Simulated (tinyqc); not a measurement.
Frequency dispersion of an accumulation capacitance by border traps, distributed model: two steps of the calculation.

Traps spread evenly through the insulator exchange electrons with the semiconductor by tunnelling, with tau(x) = t0 exp(2 ka x) at depth x from the interface. The admittance per area Y seen at depth x obeys dY/dx = -Y^2/(i w eps0 eox) + q Nb ln(1 + i w tau)/tau, with Y(0) = i w Cs and w = 2 pi f; the gate sees Y(tox) = G + i w C. Working variable y = Y/(i w), in uF/cm^2. Cox = eps0 eox/tox.

Parameters, values chosen for the exercise; permittivity close to that of hafnium oxide: relative permittivity of the insulator eox = 18.4; insulator thickness tox = 7 nm; semiconductor capacitance in accumulation Cs = 0.89 uF/cm^2; density of border traps Nb = 8.3e18 cm^-3 eV^-1; decay constant of the wave function in the insulator ka = 3.4 1/nm; time constant of a trap at the interface t0 = 3e-9 s; frequency f = 10000 Hz; depth down to which the steps are taken xe = 2 nm.

Constants: q = 1.602176634e-19 C, eps0 = 8.8541878128e-14 F/cm where lengths are in cm. Results are converted to the units shown.

Question 1. Midpoint steps through the active depth. In terms of y: dy/dx = -y^2/(eps0 eox) + s(x), s = q Nb ln(1 + z)/z, z = i w tau. 11 midpoint steps of h = xe/11: y_half = y + (h/2) y'(x, y), y(new) = y + h y'(x + h/2, y_half).

Wanted: x; s; y.

Answer 1.

| point | x (nm) | s (uF/(cm^2 nm)) | y (uF/cm^2) |
|---|---|---|---|
| 0 | 0 | 0.1330+0.0000i | 0.8900+0.0000i |
| 1 | 0.1818 | 0.1330+0.0000i | 0.9052+0.0000i |
| 2 | 0.3636 | 0.1330-0.0001i | 0.9201+0.0000i |
| 3 | 0.5455 | 0.1330-0.0005i | 0.9346-0.0001i |
| 4 | 0.7273 | 0.1329-0.0018i | 0.9489-0.0002i |
| 5 | 0.9091 | 0.1326-0.0060i | 0.9629-0.0008i |
| 6 | 1.091 | 0.1289-0.0199i | 0.9763-0.0028i |
| 7 | 1.273 | 0.1014-0.0476i | 0.9875-0.0088i |
| 8 | 1.455 | 0.0467-0.0482i | 0.9898-0.0182i |
| 9 | 1.636 | 0.0155-0.0265i | 0.9839-0.0245i |
| 10 | 1.818 | 0.0047-0.0114i | 0.9748-0.0272i |
| 11 | 2.000 | 0.0014-0.0044i | 0.9648-0.0279i |

Question 2. Capacitance and conductance at the gate. Beyond xe the traps are ignored, so 1/y(tox) = 1/y(xe) + (tox - xe)/(eps0 eox); C = Re y, G/w = -Im y, loss tangent G/(w C).

y at xe = 0.96475393-0.02785812i uF/cm^2

Find: y at the gate; C; G/w; loss tangent.

Answer 2.

y at the gate = 0.74447-0.01658i uF/cm^2
C = 0.74447 uF/cm^2
G/w = 0.016583 uF/cm^2
loss tangent = 0.022275

Numbers from tinyqc (`OMP_NUM_THREADS=1 python tinyqc.py 2202181 2202182 out.jsonl`; about 0.4 s on one thread of a shared Intel Xeon 2.30GHz).
